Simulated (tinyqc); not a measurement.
Stretching all distances: RHF, UHF, MP2, CISD and CCSD against full CI in the sto-3g basis, for H2, spin multiplicity 1. Computed by the program tinyqc with PySCF. All coordinates are multiplied by the scale. c0^2 is the weight of the RHF determinant in the lowest singlet FCI state (UHF is spin-contaminated and may lie near states of higher spin) and n(LUMO) the first natural occupation beyond the occupied space.

Geometry (angstrom):

| atom | x | y | z |
|---|---|---|---|
| H | 0.0000 | 0.0000 | 0.0000 |
| H | 0.0000 | 0.0000 | 0.6920 |

Full CI energy (hartree) and errors against it (kcal/mol):

| scale | distance 1-2 (angstrom) | E(FCI) | RHF | UHF | MP2 | CISD | CCSD | <S^2> UHF | c0^2 | n(LUMO) |
|---|---|---|---|---|---|---|---|---|---|---|
| 0.9200 | 0.6366 | -1.127080 | 10.3057 | 10.3057 | 3.4597 | 0.0000 | 0.0000 | 0.0000 | 0.9913 | 0.0173 |
| 1.1600 | 0.8027 | -1.133897 | 14.7028 | 14.7028 | 5.4955 | 0.0000 | 0.0000 | 0.0000 | 0.9842 | 0.0316 |
| 1.3900 | 0.9619 | -1.108992 | 20.3749 | 20.3749 | 8.2761 | 0.0000 | 0.0000 | 0.0000 | 0.9729 | 0.0543 |
| 1.6300 | 1.1280 | -1.072896 | 28.2516 | 28.2516 | 12.3092 | 0.0000 | 0.0000 | 0.0000 | 0.9540 | 0.0920 |
| 1.8600 | 1.2871 | -1.037875 | 38.0569 | 32.2562 | 17.4691 | 0.0000 | 0.0000 | 0.3667 | 0.9267 | 0.1467 |
| 2.3300 | 1.6124 | -0.981844 | 65.0076 | 20.3089 | 31.4737 | 0.0000 | 0.0000 | 0.7927 | 0.8392 | 0.3216 |
| 2.5700 | 1.7784 | -0.963697 | 81.2745 | 13.5438 | 39.1685 | 0.0000 | 0.0000 | 0.8832 | 0.7840 | 0.4320 |

Estimate the missing row, scale = 2.1.

Computed row:
```
scale   distance 1-2 (angstrom)     E(FCI)      RHF      UHF      MP2    CISD    CCSD  <S^2> UHF    c0^2  n(LUMO)
2.1000                   1.4532  -1.005934  50.7630  27.4018  24.1781  0.0000  0.0000     0.6417  0.8869   0.2263
```

UHF parts from RHF first at scale 1.86 of those listed, where <S^2> leaves zero. The weight c0^2 goes from 0.99 to 0.78 and n(LUMO) from 0.02 to 0.43: static correlation grows as the bonds break into open-shell fragments. The spread of the error along the curve, which distorts its shape, is CISD 0.0, CCSD 0.0, UHF 22.0, MP2 35.7, RHF 71.0 kcal/mol. With two electrons CISD and CCSD are exact.
